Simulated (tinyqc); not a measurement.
What each parameter does: five-level k.p model folded onto the conduction band.

Second-order sums for the lowest conduction level at E: 1/m = 1 + Cm + (Ep/3)(2/E + 1/(E + Dso)) - (Ep2/3)(2/(E7 + D2 - E) + 1/(E7 - E)); g/2 = 1 + Cg - (Ep/3)(1/E - 1/(E + Dso)) - (Ep2/3)(1/(E7 - E) - 1/(E7 + D2 - E)). E is counted from the top of the valence band; E = Eg at the edge.

Values chosen for the exercise (near those of GaSb; not measured data):
```
symbol  value  unit  meaning
Eg      0.807  eV    gap at Gamma to the s-like level
Dso     0.748  eV    spin-orbit splitting
Ep      27     eV    Kane energy
E7      3.21   eV    upper Gamma7 conduction level, from the valence top
D2      0.36   eV    its spin-orbit splitting, Gamma8 above Gamma7
Ep2     1.6    eV    Kane energy to the upper levels
Cm      -3.5         remote term in 1/m
Cg      -0.02        remote term in g/2
```

Mass and g at E = Eg. Each row changes one parameter from the base and keeps the others.

Results:
```
case             m (m0)        g
base            0.04002  -8.8271
Eg = 0.888 eV   0.04416  -7.3695
Dso = 0.823 eV  0.04046  -9.3597
Ep = 24.3 eV    0.04510  -7.7542
E7 = 3.531 eV   0.03992  -8.8150
D2 = 0.324 eV   0.04003  -8.8220
Ep2 = 1.76 eV   0.04012  -8.8329
```

The largest shifts from the base row, up to three for each result and ties (the steps differ in size, so this ranks the rows, not the parameters). m (m0): Ep +0.00507, Eg +0.00414, Dso +0.00043. g: Eg +1.4576, Ep +1.0729, Dso -0.5326.

Run: tinyqc, `OMP_NUM_THREADS=1 python tinyqc.py 1080375 1080376 out.jsonl`; Intel(R) Xeon(R) Processor @ 2.30GHz, one thread, shared host; about 0.01 s of CPU time with all checks.
